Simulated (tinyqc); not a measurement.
Length of a molecular wire: coherent transport through a tight-binding bridge. Computed by the program tinyqc. T = Gamma_L Gamma_R |G_1n|^2 with the self-energies of semi-infinite chains.

A uniform bridge between two chains:
```
parameter                        value
site energy (eV)              5.120000
hopping in the bridge (eV)    1.450000
lead hopping (eV)             2.360000
couplings (eV)              0.83, 0.46
E (eV)                        0.070000
```

Transmission against length:
```
sites           T     ln T
2      3.9911e-04   -7.826
3      3.9724e-05  -10.134
4      3.9599e-06  -12.439
5      3.9480e-07  -14.745
6      3.9363e-08  -17.050
7      3.9245e-09  -19.356
8      3.9128e-10  -21.662
9      3.9012e-11  -23.967
10     3.8895e-12  -26.273
```

What does the comparison show, and why?

E lies outside the band of the bridge (|E - e|/2h = 1.741 > 1), so T decays as exp(-beta n) with beta = 2 arccosh(1.741) = 2.3056 a site; the last two rows give 2.3056.
